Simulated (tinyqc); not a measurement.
Which pair of peaks is best: composition and strain of an epitaxial Si(1-x)Ge(x) layer from Raman and X-ray peaks. Computed by tinyqc, a small Python program. Command: `OMP_NUM_THREADS=1 python tinyqc.py 3018447 3018448 out.jsonl epiraman walk`. One thread of a shared host (Intel(R) Xeon(R) Processor @ 2.30GHz), about 0.01 s of CPU time with the checks.

A (001) layer, biaxially strained in the plane. The Raman peaks follow empirical lines omega = w0 + c1 x + c3 x^3 + b eps (c3 for Si-Ge alone), with eps the in-plane strain.

Inputs (values chosen for the exercise, modelled on silicon-germanium):
```
quantity,value,unit
Ge fraction x,0.61,-
Si-Si: c1,-67.3,1/cm
Si-Si: strain coefficient b,-683,1/cm
Si-Ge: c1,25.7,1/cm
Si-Ge: c3,-33.8,1/cm
Si-Ge: strain coefficient b,-541,1/cm
Ge-Ge: c1,18.5,1/cm
Ge-Ge: strain coefficient b,-453,1/cm
uncertainty of a Raman peak,0.05,1/cm
```

Substrate: germanium.

Method. For each pair invert J = [d omega/dx, d omega/d eps] at the true x. Independent errors of the given size in both peaks give sigma_x and sigma_eps = uncertainty x (norm of the rows of the inverse of J).

Error propagation:
```
pair,det J,sigma_x,sigma_eps (per mille)
Si-Si and Si-Ge,28.192,0.0015453,0.12125
Si-Si and Ge-Ge,43.1224,9.5029e-04,0.080928
Si-Ge and Ge-Ge,15.459,0.0022823,0.071378
```

What does the comparison show, and why?

The pair Si-Si and Ge-Ge fixes x best (sigma_x = 9.5e-4) and Si-Ge and Ge-Ge worst (0.0023), a factor 2.4. Strain moves all peaks the same way, so a good pair needs different ratios of composition slope to strain coefficient, best of opposite sign; the slopes here are -67.3, -12.0 and 18.5 per cm for Si-Si, Si-Ge and Ge-Ge. Errors in the coefficients themselves are not counted.

Extremes, crossings and ranges named in words are read from the listed rows.
